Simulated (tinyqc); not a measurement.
Cabrera-Mott growth of a thin oxide under its own electric field: one step, computed by the program tinyqc.

Electrons cross the film freely and set a fixed potential V across it; the field V/x lowers the barrier for ions entering the oxide.

Problem. Limiting thickness. Growth counts as stopped when u exp(X1/x) falls to 1e-5 angstrom/s: x_L = X1/ln(1e-5/u), defined while u is below that rate; the critical temperature is T_c = W/(k_B ln(u0/1e-5)).

Inputs (values chosen for the exercise, for a model metal): barrier W = 1.27 eV; prefactor u0 = N Omega nu = 3.1e+12 angstrom/s; temperature T = 295 K.

Backward hops: ignored.

u = 6.232891e-10 angstrom/s

X1 = 55.22964 angstrom

Constants: k_B = 8.617333262e-05 eV/K.

Give: limiting thickness x_L; critical temperature T_c.

Solution.

limiting thickness x_L = 5.704 angstrom

critical temperature T_c = 365.9 K
